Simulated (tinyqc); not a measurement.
MOSFET in saturation, small-signal circuit and noise: effect of the inversion coefficient on speed and noise.

Bias by the inversion coefficient IC = I/Ispec (charge-based model with velocity saturation; weak inversion below 0.1, strong above 10). Common-source circuit: gm, gds, Cgs, Cgd and Cj at the inner nodes, Rg in series with the gate; quasi-static, no source or drain resistance, no gate-body capacitance, no substrate network, no induced gate noise, so fmax is an upper estimate.

Ispec = 2 n mu Cox (W/L) Vt^2, lc = Ls/L, gms = [sqrt((lc IC + 1)^2 + 4 IC) - 1]/[2 + lc (lc IC + 1)], gm = gms Ispec/(n Vt), gds = sg gm. qs = [sqrt(1 + 4 IC) - 1]/2, Cgs = Cox W L qs (2 qs + 3)/(3 (qs + 1)^2) + Cov W, Cgd = Cov W, Cd = Cj W, Rg = Rsh (Wf/L)/(12 Nf) + Rc/W with Nf = W/Wf fingers (not rounded) contacted at both ends. fT = gm/(2 pi (Cgs + Cgd)), fmax = fT/(2 sqrt(Rg (gds + 2 pi fT Cgd))). Channel noise Sid = 4 kB T gam n gm with gam = (1/2 + (2/3) qs)/(1 + qs) + gw lc IC, qs = [sqrt(1 + 4 IC) - 1]/2, lc = Ls/L (the last term an empirical rise with velocity saturation); at the gate, white noise Sw = Sid/gm^2 + 4 kB T Rg. Number fluctuation with correlated mobility: S(f) = K/f, K = q^2 Vt lt Nt/(W L Cox^2) (1 + ac mu Cox I/gm)^2, Vt in eV with Nt per eV. Corner fc = K/Sw. IC is held fixed.

Inputs (values chosen for the exercise):
- T = 293 K (temperature)
- L = 180 nm (gate length)
- W = 80 um (total gate width)
- Cox = 1.85 uF/cm^2 (gate capacitance)
- mu = 180 cm^2/(V s) (mobility)
- n = 1.24 (slope factor)
- Ls = 20 nm (velocity-saturation length)
- sg = 0.022 (ratio gds/gm)
- Cov = 0.33 fF/um (overlap and fringe capacitance per side)
- Cj = 0.35 fF/um (drain junction capacitance)
- Rsh = 15 ohm (sheet resistance of the gate)
- Wf = 2 um (finger width)
- Rc = 200 ohm um (gate contact and vertical resistance)
- gw = 0.11 (short-channel excess of the noise factor)
- Nt = 6.1e16 cm^-3 eV^-1 (oxide trap density)
- lt = 0.1 nm (tunnelling length into the oxide)
- ac = 1000 V s/C (Coulomb scattering coefficient)

Constants: q = 1.602176634e-19 C, kB = 1.380649e-23 J/K, Vt = kB T/q. Results are converted to the units shown.

The same in every row: Rg (ohm) = 2.8472.

Effect of the inversion coefficient on speed and noise:

| IC | I (uA) | fT (GHz) | fmax (GHz) | sqrt(Sw) (nV/Hz^0.5) | fc (MHz) |
|---|---|---|---|---|---|
| 0.03 | 7.0197 | 0.57433 | 17.014 | 6.8293 | 0.017572 |
| 0.1 | 23.399 | 1.4553 | 26.931 | 3.9006 | 0.053938 |
| 0.3 | 70.197 | 2.8096 | 37.033 | 2.4622 | 0.13580 |
| 1 | 233.99 | 5.0949 | 49.115 | 1.6110 | 0.31983 |
| 3 | 701.97 | 8.5760 | 62.941 | 1.1781 | 0.60699 |
| 10 | 2339.9 | 15.090 | 82.746 | 0.91294 | 1.0433 |
| 30 | 7019.7 | 24.245 | 104.39 | 0.81700 | 1.3811 |

As IC goes from 0.03 to 30, fT rises from 0.574 to 24.2 GHz, fmax rises from 17.0 to 104 GHz, the white noise falls from 6.83 to 0.817 nV/Hz^0.5 and the corner rises from 0.0176 to 1.38 MHz. In every row fmax exceeds 4 fT, where channel resistance and substrate losses, left out here, would cap it.

tinyqc, about 0.01 s, one thread, Intel Xeon 2.30GHz (shared host): `OMP_NUM_THREADS=1 python tinyqc.py 2150009 2150010 out.jsonl`
